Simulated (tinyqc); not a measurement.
Precursor delivery and alloy composition in metal-organic vapour-phase epitaxy: one step, computed by the program tinyqc. Command: `OMP_NUM_THREADS=1 python tinyqc.py 3007278 3007279 out.jsonl movpe walk`. One thread of a shared host (Intel(R) Xeon(R) Processor @ 2.30GHz), about 0.01 s of CPU time with the checks.

Carrier gas leaves each bubbler saturated. Group-III species cross a boundary layer and react at the surface; element 2 can also desorb. The film is (1)_(1-x) (2)_x V with a zinc-blende cell.

Problem. Transport to the surface. Partial pressure p_i = p F_i/(44615 x total flow in slm); density n_i = p_i/(k_B T), 1 torr = 133.322 Pa; D = D0 (T/273.15)^1.75 (760/p), h = D/delta, the same for both; k_s = prefactor x exp(-energy/(k_B T)); arrival J_i = n_i/(1/h + 1/k_s); in layers per second g_i = J_i a^2/2 (two group-III sites per a^2 on (001)). Temperatures in kelvin are T(C) + 273.15.

Inputs (values chosen for the exercise, close to those used for InGaAs from TMGa and TMIn): source 1: bath temperature = -2 C; source 2: bath temperature = 22 C; total flow = 8.8 slm; reactor pressure p = 200 torr; diffusivity D0 at 273.15 K and 760 torr = 0.35 cm^2/s; boundary layer delta = 0.56 cm; prefactor of the surface rate k_s = 2.8e+13 cm/s; energy of k_s = 1.93 eV; lattice constant a = 5.75 angstrom; growth temperature T = 580 C.

molar flows (micromol/min): F1 32.19686, F2 8.454563

Constants: k_B = 1.380649e-23 J/K; k_B = 8.617333262e-05 eV/K.

Give: densities; h; k_s; arrival rates.

Solution.

densities (1/cm^3): n1 1.856e+14, n2 4.875e+13

h = 17.43 cm/s

k_s = 111.2 cm/s

arrival rates (layers/s): g1 4.624, g2 1.214

Growth is transport-limited.
